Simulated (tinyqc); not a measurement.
## Gate sheet resistance from two finger widths

Problem. At low frequency R = Rsh Wf/(3 L) + B/Wf, where B collects the channel and vertical terms. Find Rsh, B and the width of lowest R.

Parameters, values chosen for the exercise:
```
symbol  value  unit         meaning
L        0.99    um  channel length
```

input resistance of single fingers, contacted at one end, of width 1.7 and 5.4 um (ohm): [23.539117, 12.488215]

Solution. R Wf is a straight line in Wf^2; the minimum of R lies where both terms are equal.

Rsh = 3.10 ohm/square
B = 37.0 ohm um
width of lowest R = 5.95 um

Numbers from tinyqc (`OMP_NUM_THREADS=1 python tinyqc.py 2262232 2262233 out.jsonl`; about 0.01 s on one thread of a shared Intel Xeon 2.30GHz).
